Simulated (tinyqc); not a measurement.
Ion implantation: universal nuclear stopping, Lindhard-Scharff electronic stopping and a Gaussian range profile: one step, computed by the program tinyqc. Command: `OMP_NUM_THREADS=1 python tinyqc.py 3026313 3026314 out.jsonl implant walk`. One thread of a shared host (Intel(R) Xeon(R) Processor @ 2.30GHz), about 0.1 s of CPU time with the checks.

An ion slows by elastic collisions with screened nuclei and by friction with electrons; channelling is ignored and the target is uniform.

Question. Range and straggle. Reduced energy eps = 32.53 M2 E/(Z1 Z2 (M1 + M2)(Z1^0.23 + Z2^0.23)), E in keV; s_n = ln(1 + 1.1383 eps)/(2 (eps + 0.01321 eps^0.21226 + 0.19593 eps^0.5)) for eps up to 30 and ln(eps)/(2 eps) above; S_n = 8.462 Z1 Z2 M1 s_n/((M1 + M2)(Z1^0.23 + Z2^0.23)) in 1e-15 eV cm^2. S_e = k 3.83 Z1^(7/6) Z2/(Z1^(2/3) + Z2^(2/3))^(3/2) sqrt(E/M1) in 1e-15 eV cm^2, E in keV. Path length R = int_0^E dE'/(N (S_n + S_e)); energy lost to nuclei nu = int_0^E S_n/(S_n + S_e) dE' (both with E' = E y^3 and 64 Gauss-Legendre points in y). Estimates of Lindhard type: R_p = R/(1 + M2/(3 M1)), straggle dR_p = (2/3) R_p sqrt(M1 M2)/(M1 + M2).

Inputs (values chosen for the exercise, modelled on silicon ions in silicon):
```
quantity,value,unit
ion atomic number Z1,14,-
ion mass M1,28,u
target atomic number Z2,14,-
target mass M2,28.09,u
target density N,49.94,1/nm^3
ion energy E,15,keV
scale factor of electronic stopping k,0.95,-
```

Give: path length R; projected range R_p; straggle dR_p; energy lost to nuclei nu.

Answer.

path length R = 39.07 nm

projected range R_p = 29.28 nm

straggle dR_p = 9.758 nm

energy lost to nuclei nu = 12.69 keV

85 % of the energy goes to nuclei over the whole path.
